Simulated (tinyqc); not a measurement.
Ground and coupling capacitance from two measurements.

Inverse problem. A line has Cg to the planes and Cc to each of two neighbours. Find Cg, Cc, the load when both neighbours switch in antiphase, and the pulse on the line when it floats and both neighbours swing by Vx.

Inputs (values chosen for the exercise):
- Vx = 0.8 V (swing)

capacitance with neighbours driven alike and with neighbours grounded (aF/um): 65  169

Answer. Driven alike, Cc carries no charge, which leaves Cg; grounded neighbours give Cg + 2 Cc, antiphase Cg + 4 Cc; a floating line divides the swing as 2 Cc/(Cg + 2 Cc).

Cg = 65.0 aF/um
Cc = 52.0 aF/um
load in antiphase = 273 aF/um
pulse = 0.492 V

tinyqc, about 0.7 s, one thread, Intel Xeon 2.30GHz (shared host): `OMP_NUM_THREADS=1 python tinyqc.py 2790122 2790123 out.jsonl`
